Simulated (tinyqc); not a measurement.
Pressure-driven transition between two phases with analytic equations of state: one step, computed by the program tinyqc. Command: `OMP_NUM_THREADS=1 python tinyqc.py 3026782 3026783 out.jsonl transition walk`. One thread of a shared host (Intel(R) Xeon(R) Processor @ 2.30GHz), about 0.02 s of CPU time with the checks.

Each phase obeys E = E0 + (9 B0 V0/h^2) {1 + [h (1 - x) - 1] exp(h (1 - x))}, P = 3 B0 (1 - x) x^-2 exp(h (1 - x)), x = (V/V0)^(1/3), h = (3/2)(B' - 1); E0 = 0 for phase 1 and Delta E0 for phase 2. H = E + P V.

Problem. One Newton step. At the estimate, solve P(V) = P for each phase, form H, and step P(new) = P - (H_2 - H_1)/(V_2 - V_1), since dH/dP = V.

Inputs (values chosen for the exercise, for two model phases): volume V0 of phase 1 = 30.5 angstrom^3/atom; B0 of phase 1 = 34.9 GPa; B' of phase 1 = 4.94; volume V0 of phase 2 = 23.8 angstrom^3/atom; B0 of phase 2 = 34.9 GPa; B' of phase 2 = 4.41; energy of phase 2 above phase 1, Delta E0 = 0.05 eV/atom.

Equation of state: Vinet.

rigid estimate = 1.195654 GPa

Constants: 1 eV/angstrom^3 = 160.2176634 GPa.

Give: V_1; H_1; V_2; H_2; next pressure.

Solution.

V_1 = 29.549 angstrom^3

H_1 = 0.22395 eV

V_2 = 23.052 angstrom^3

H_2 = 0.22474 eV

next pressure = 1.2151 GPa
